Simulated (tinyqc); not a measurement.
Comparisons within one model: short-period [001] superlattice in sp3s* tight binding. A value that a table varies takes the place of the one given here.

Planes alternate anion, cation along [001], a/4 apart; at zero in-plane momentum s, pz, s* form one block. All levels of A are shifted so that its Ev (lower root of [[Epa, Vxx], [Vxx, Epc]]) is 0, and those of B so that its Ev is -dEv. A monolayer is an anion plane and the cation plane above it; an anion between unlike cations takes the mean of the two anion levels; each bond takes the couplings of its cation. Block from an anion to the cation above: U with Vss/2 (s,s), Vsapc/2 (s,z), -Vscpa/2 (z,s), Vxx/2 (z,z), Vxapc/2 (s*,z), -Vpaxc/2 (z,s*); to the cation below: the same with the s-z and s*-z signs reversed. The cell of n + m monolayers is closed with the phase exp(2 pi i q). No spin-orbit coupling. In this block 2 (n + m) levels are filled.

For the two lowest empty levels at q = 0: energy, share of the cation weight on A, and Gamma character, the share of the cation amplitudes with Fourier index |j|/(n + m) < 1/4 along the stack (near 1: Gamma-like, near 0: folded from X).

Values chosen for the exercise (A near a published set for GaAs, B for AlAs; shifted at random, so the results belong to these values and not to a real crystal): pA = (-8.349, 1.038, -2.655, 3.668, 8.611, 6.748, -6.454, 1.958, 5.074, 4.471, 5.8, 4.842, 4.816) eV (order Esa, Epa, Esc, Epc, Exa, Exc, Vss, Vxx, Vxy, Vsapc, Vscpa, Vxapc, Vpaxc); pB = (-7.512, 0.984, -1.163, 3.591, 7.472, 6.742, -6.645, 1.882, 4.297, 5.122, 5.488, 4.522, 4.994) eV (the same for B); dEv = 0.57 eV (valence offset: Ev(B) lies this far below Ev(A)); a = 5.651 angstrom (lattice constant, taken common; strain is left out); nw = 19 (monolayers of A); n2 = 13 (monolayers of A); m2 = 9 (monolayers of B).

## Equal layers of growing thickness

n = m.

Lowest empty levels:

| n = m | layer (angstrom) | E1 (eV) | on A | Gamma | E2 (eV) | on A | Gamma |
|---|---|---|---|---|---|---|---|
| 2 | 5.7 | 1.8611 | 0.39 | 0.03 | 1.9384 | 0.68 | 0.91 |
| 3 | 8.5 | 1.8186 | 0.15 | 0.00 | 1.9066 | 0.73 | 0.94 |
| 4 | 11.3 | 1.7752 | 0.09 | 0.02 | 1.8810 | 0.76 | 0.97 |
| 6 | 17.0 | 1.7375 | 0.04 | 0.02 | 1.7958 | 0.08 | 0.00 |
| 8 | 22.6 | 1.7256 | 0.04 | 0.03 | 1.7503 | 0.03 | 0.00 |
| 10 | 28.3 | 1.7093 | 0.93 | 0.97 | 1.7228 | 0.02 | 0.02 |
| 12 | 33.9 | 1.6789 | 0.96 | 0.99 | 1.7190 | 0.01 | 0.00 |
| 14 | 39.6 | 1.6565 | 0.97 | 1.00 | 1.7150 | 0.00 | 0.00 |
| 18 | 50.9 | 1.6267 | 0.98 | 1.00 | 1.7121 | 0.00 | 0.00 |

How do the results move?

At zero in-plane momentum (the in-plane X valleys are left out) the lowest level is X-like for n = 2, 3, 4, 6 and 8 and Gamma-like for the others (a Gamma weight between about 0.35 and 0.65 marks an even mixture, at the crossover). Thin layers push the light Gamma electron up past the heavy X electron, whose share on A runs from 0.04 to 0.39, so for n = 3, 4, 6 and 8 it lies apart from the holes in A (type II); the crossover lies between n = 8 and 10. The crossover moves with dEv and with the electron mass, which this model makes too heavy, so it comes at thinner layers than in the real system. At n = 18 the lowest level lies 0.069 eV above the lowest bulk edge of the two crystals, with 98 % of its cation weight on A.

## Miniband width against barrier thickness

nw monolayers of A and m of B; lowest empty level at q = 0 and q = 1/2. The decay constant is ln(width(4)/width(6)) over two monolayers, each a/2 thick.

Lowest miniband:

| m | E(q = 0) (eV) | E(q = 1/2) (eV) | width (meV) | Gamma character |
|---|---|---|---|---|
| 1 | 1.5861 | 1.6456 | 59.477 | 0.99 |
| 2 | 1.6021 | 1.6370 | 34.916 | 1.00 |
| 3 | 1.6103 | 1.6311 | 20.749 | 1.00 |
| 4 | 1.6149 | 1.6274 | 12.470 | 1.00 |
| 5 | 1.6176 | 1.6250 | 7.351 | 1.00 |
| 6 | 1.6191 | 1.6236 | 4.440 | 1.00 |
| 8 | 1.6206 | 1.6221 | 1.570 | 1.00 |

decay constant = 0.1828 1/angstrom

What can be read from the table?

The width falls from 59.5 to 1.57 meV, as exp(-kappa d) with kappa = 0.183 1/angstrom, which stands for the decay constant of the barrier at this energy: each monolayer costs a factor 1.68. The level at q = 0 rises by 34 meV towards that of a single well.

## What each change does

A cell with n = n2 and m = m2. Each row changes one parameter from the base and keeps the others.

Results:

| case | E1 (eV) | A share 1 | Gamma 1 | E2 (eV) | A share 2 | Gamma 2 |
|---|---|---|---|---|---|---|
| base | 1.6659 | 0.97 | 0.99 | 1.7239 | 0.00 | 0.00 |
| n2 = 15 | 1.6467 | 0.98 | 1.00 | 1.7238 | 0.00 | 0.00 |
| m2 = 11 | 1.6666 | 0.97 | 0.99 | 1.7217 | 0.00 | 0.00 |
| dEv = 0.67 eV | 1.6242 | 0.00 | 0.00 | 1.6392 | 0.04 | 0.02 |

What can be read from the table?

The largest shifts from the base row, up to three for each result and ties (the steps differ in size, so this ranks the rows, not the parameters). E1 (eV): dEv -0.0418, n2 -0.0192, m2 +0.0007. A share 1: dEv -0.96, n2 +0.01; unchanged at the printed digits by m2. Gamma 1: dEv -0.99, n2 +0.00; unchanged at the printed digits by m2. E2 (eV): dEv -0.0847, m2 -0.0022, n2 -0.0000. A share 2: dEv +0.03; unchanged at the printed digits by n2 and m2. Gamma 2: dEv +0.02; unchanged at the printed digits by n2 and m2.

Computed by tinyqc, a small Python program: `OMP_NUM_THREADS=1 python tinyqc.py 1482667 1482668 out.jsonl` (the numbers bound the seed that draws the inputs); one thread of a shared host (Intel(R) Xeon(R) Processor @ 2.30GHz), about 0.6 s for the whole set of steps.
